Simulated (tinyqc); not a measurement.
Temperature and repopulation: deformation-potential model of the Delta valleys of a conduction band.

Valleys with axes along x, y and z, each a pair at +k and -k. Herring-Vogt shift of a valley with unit axis a: dE = Xd tr(e) + Xu a.e.a. Non-degenerate shares n_i = exp(-dE_i/kT)/sum_j exp(-dE_j/kT). Inverse mass tensor of a valley: (1 - a a)/mt + a a/ml; the masses are taken as independent of strain.

s11 = (C11 + C12)/((C11 - C12)(C11 + 2 C12)), s12 = -C12/((C11 - C12)(C11 + 2 C12)), s44 = 1/C44; exx = s11 sxx + s12 (syy + szz) and cyclic, exy = s44 sxy/2; tension is positive. A uniaxial stress X along the unit vector n is s_ij = X n_i n_j.

Constants: kB = 8.617333262e-05 eV/K.

Inputs chosen for the exercise (near those of Si; not measured data):
```
symbol  value           unit  meaning
ml      0.904           m0    longitudinal mass
mt      0.194           m0    transverse mass
Xd      1.18            eV    dilation potential
Xu      8.68            eV    uniaxial potential
C11     169.7           GPa
C12     65.1            GPa
C44     77.9            GPa
load    uniaxial [001]        kind of stress
X       -1.54           GPa   stress
```

The load is fixed; m_c along [001] as 1/(u.M.u).

Results:
```
T (K),kT (meV),n x,n y,n z,m_c (m0)
50,4.31,0.000,0.000,1.000,0.9040
77,6.64,0.000,0.000,1.000,0.9040
150,12.93,0.000,0.000,1.000,0.9037
225,19.39,0.001,0.001,0.997,0.8950
300,25.85,0.007,0.007,0.986,0.8598
400,34.47,0.023,0.023,0.953,0.7718
500,43.09,0.047,0.047,0.907,0.6737
```

What can be read from this table?

The largest share falls from 1.000 at 50 K to 0.907 at 500 K (equal shares: 0.333); m_c goes from 0.9040 to 0.6737, against 0.2628 without stress. Only spread/kT enters, so the small-stress response goes as 1/T.

Run: tinyqc, `OMP_NUM_THREADS=1 python tinyqc.py 1050744 1050745 out.jsonl`; Intel(R) Xeon(R) Processor @ 2.30GHz, one thread, shared host; about 0.01 s of CPU time with all checks.
